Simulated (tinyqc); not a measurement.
# Stacked nanosheet transistor, parasitic resistance, capacitance and delay: several studies

Ns sheets share one contact on top; each has perimeter p = 2 (Ws + ts) and cross-section A = Ws ts; contact width Wc = Ws + 10 nm, stack height Hs = Ns pv. Sheet 1 is the top one. Contact length Lc = CPP - Lg - 2 Lsp, shared by two neighbouring gates. Source and drain sides are equal. The formulas are first-order estimates, not field solutions.

Parameters, values chosen for the exercise; values close to those of silicon logic devices:
- T = 300 K (temperature)
- Ns = 2 (number of sheets)
- Ws = 30 nm (sheet width)
- ts = 7 nm (sheet thickness)
- pv = 14 nm (vertical pitch of the sheets)
- rv = 126 ohm (vertical resistance between sheet levels)
- CPP = 48 nm (contacted gate pitch)
- Lg = 12 nm (gate length)
- Lsp = 7 nm (spacer length)
- ks = 5.5 (relative permittivity of the spacer)
- Hc = 20 nm (gate height above the channel stack)
- rc = 2.2e-9 ohm cm^2 (contact resistivity)
- re = 0.00058 ohm cm (resistivity of the source-drain epitaxy)
- te = 30 nm (current-carrying depth of the epitaxy)
- rx = 0.001 ohm cm (resistivity of the extension)
- Lov = 1 nm (gate overlap)
- Cinv = 2.8 uF/cm^2 (inversion capacitance)
- vx = 9.2e6 cm/s (injection velocity)
- mu = 270 cm^2/(V s) (apparent mobility)
- VT = 0.3 V (threshold at zero drain voltage)
- dl = 0.045 V/V (barrier lowering)
- n = 1.13 (subthreshold factor)
- Cw = 0.13 fF (wire load)
- Vdd = 0.75 V (supply voltage)

Constants: q = 1.602176634e-19 C, kB = 1.380649e-23 J/K, eps0 = 8.8541878128e-12 F/m, Vt = kB T/q. Results are converted to the units shown.

Each table varies one quantity; the others keep the values above.

## Effect of the relative permittivity of the spacer

Epitaxy sheet resistance Rsh = re/te, transfer length LT = sqrt(rc/Rsh), contact Rc = [sqrt(rc Rsh)/Wc] coth(Lc/(2 LT)); extension of one sheet Rx = rx Lsp/A. With N sheets: gate Cg = Cinv p N Lg; per side, plate Cp = ks eps0 [Wc (Hs + Hc) - N A]/Lsp, top fringe Cf = (2/pi) ks eps0 Wc ln(1 + Lg/(2 Lsp)), overlap Co = Cinv p N Lov. One sheet: I = p Q vx u/(1 + |u|^1.8)^(1/1.8), Q = Cinv n Vt ln(1 + exp((Vg' - VT + dl Vd')/(n Vt))), u = Vd' mu/(vx Lg), Vg' = Vgs - v, Vd' = Vds - 2 v, with the drop on each side v_j = Rc sum I + rv (sum over levels k = 2..j of the current of sheets k..Ns) + Rx I_j. Ieff = [I(Vgs = Vdd, Vds = Vdd/2) + I(Vdd/2, Vdd)]/2, total currents. With Cs = Cp + Cf + Co, the load of an inverter of two such devices driving an equal one is CL = 2 (Cg + 2 Cs) + 4 Cs + Cw (own drains counted twice for the Miller effect); delay CL Vdd/(2 Ieff).

The same in every row: Rc (ohm) = 517.6; Rx/N (ohm) = 166.7; Ieff (uA) = 82.90.

Result of one run:

| ks | CL (aF) | delay (ps) |
|---|---|---|
| 2 | 295.2 | 1.335 |

What becomes of these results when the relative permittivity of the spacer ks is changed from 2 to 3, all else the same?

Result of the changed run:

| ks | CL (aF) | delay (ps) |
|---|---|---|
| 3 | 311.5 | 1.409 |

The whole series:

| ks | CL (aF) | delay (ps) |
|---|---|---|
| 1 | 278.9 | 1.262 |
| 2 | 295.2 | 1.335 |
| 3 | 311.5 | 1.409 |
| 4 | 327.8 | 1.483 |
| 5.5 | 352.2 | 1.593 |
| 7 | 376.7 | 1.704 |

As ks goes from 1 to 7, Ieff stays at 82.9 uA, CL rises from 279 to 377 aF and the delay rises from 1.26 to 1.70 ps.

## Effect of the number of sheets

Same model as above.

The same in every row: Rc (ohm) = 517.6.

Effect of the number of sheets:

| Ns | Rx/N (ohm) | Ieff (uA) | CL (aF) | delay (ps) |
|---|---|---|---|---|
| 1 | 333.3 | 46.02 | 266.4 | 2.171 |
| 2 | 166.7 | 82.90 | 352.2 | 1.593 |
| 3 | 111.1 | 110.7 | 438.0 | 1.484 |
| 4 | 83.33 | 129.1 | 523.8 | 1.521 |
| 5 | 66.67 | 139.2 | 609.6 | 1.642 |
| 6 | 55.56 | 144.6 | 695.4 | 1.803 |

As Ns goes from 1 to 6, Ieff rises from 46.0 to 145 uA, CL rises from 266 to 695 aF and the delay goes from 2.17 through a minimum of 1.48 (at Ns = 3 among the rows listed) to 1.80 ps. From the first row to the last Ieff grows by a factor of 3.14 and CL by 2.61; the first step changes the delay by -27 %, the last by 9.8 %.

## Effect of the contacted gate pitch

Same model as above.

The same in every row: Rx/N (ohm) = 166.7; CL (aF) = 352.2.

Effect of the contacted gate pitch:

| CPP (nm) | Rc (ohm) | Ieff (uA) | delay (ps) |
|---|---|---|---|
| 36 | 1108 | 67.35 | 1.961 |
| 42 | 700.3 | 77.76 | 1.699 |
| 48 | 517.6 | 82.90 | 1.593 |
| 54 | 415.2 | 85.97 | 1.536 |
| 60 | 350.5 | 87.99 | 1.501 |
| 66 | 306.5 | 89.41 | 1.477 |
| 72 | 275.1 | 90.44 | 1.460 |
| 78 | 251.9 | 91.22 | 1.448 |

What does the comparison show?

As CPP goes from 36 to 78 nm, Ieff rises from 67.3 to 91.2 uA, CL stays at 352 aF and the delay falls from 1.96 to 1.45 ps. Only the contact length changes, so the capacitance stays and the pitch acts through Rc.

tinyqc, about 0.09 s, one thread, Intel Xeon 2.30GHz (shared host): `OMP_NUM_THREADS=1 python tinyqc.py 2170115 2170116 out.jsonl`
